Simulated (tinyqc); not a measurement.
Small-signal admittance of a forward-biased p+-n diode: two steps of the calculation.

Holes injected into a neutral base of width wb with an ohmic contact at its end; low injection, p0 far above the equilibrium density. A small voltage v exp(i w t), w = 2 pi f, modulates the edge density by p0 v/Vt, and the small-signal density obeys Dp d2p/dx2 = (1/tau + i w) p.

Inputs (values chosen for the exercise); permittivity close to that of silicon: temperature T = 275 K; relative permittivity eps_r = 11.7; donor density of the base Nd = 3.9e15 cm^-3; hole diffusion coefficient Dp = 5.8 cm^2/s; hole lifetime tau = 1e-7 s; width of the neutral base wb = 20 um; excess hole density at the junction edge p0 = 3.9e12 cm^-3; acceptor density of the p+ side Na = 2e19 cm^-3; signal frequency f = 6e6 Hz.

Constants: q = 1.602176634e-19 C, kB = 1.380649e-23 J/K, Vt = kB T/q, eps0 = 8.8541878128e-14 F/cm where lengths are in cm. Results are converted to the units shown.

Task 1. Closed-form admittance. L = sqrt(Dp tau); direct current J = (q Dp p0/L) coth(wb/L); k = sqrt(1 + i w tau)/L; diffusion admittance Y = (q Dp p0/Vt) k coth(k wb) = G + i w C_diff; junction capacitance C_j = sqrt(q eps0 eps_r Nd/(2 Vr)) in the depletion approximation, with the remaining barrier Vr = Vt ln(Na/p0), a rough value under forward bias; base-width modulation is left out.

Wanted: L; J; k wb; Y; C_diff; C_j.

Result 1.

L = 7.616 um
J = 0.004809 A/cm^2
k wb = 4.111+3.162i
Y = 0.3145+0.2419i S/cm^2
C_diff = 0.006418 uF/cm^2
C_j = 0.02973 uF/cm^2

G is 1.55 times its low-frequency value J/Vt, and C_diff is 0.216 times C_j.

Task 2. The same by finite differences. 7 equal intervals, h = wb/7; u = small-signal density over its edge value, u_0 = 1, u_7 = 0; u_(i-1) + b u_i + u_(i+1) = 0 with b = -2 - h^2 (1/tau + i w)/Dp; Y = (q Dp p0/(Vt h)) (-b/2 - u_1), which includes the half box at the edge.

Find: b; u; Y on the mesh.

Result 2.

b = -2.1407-0.5306i
u, node 1 to 6: 0.50083-0.23379i  0.19620-0.23475i  0.04374-0.16464i  -0.01521-0.09451i  -0.02614-0.04574i  -0.01649-0.01728i
Y on the mesh = 0.30485+0.26714i S/cm^2

Program tinyqc, `OMP_NUM_THREADS=1 python tinyqc.py 2890129 2890130 out.jsonl`; Intel Xeon 2.30GHz, shared host, one thread, about 0.01 s.
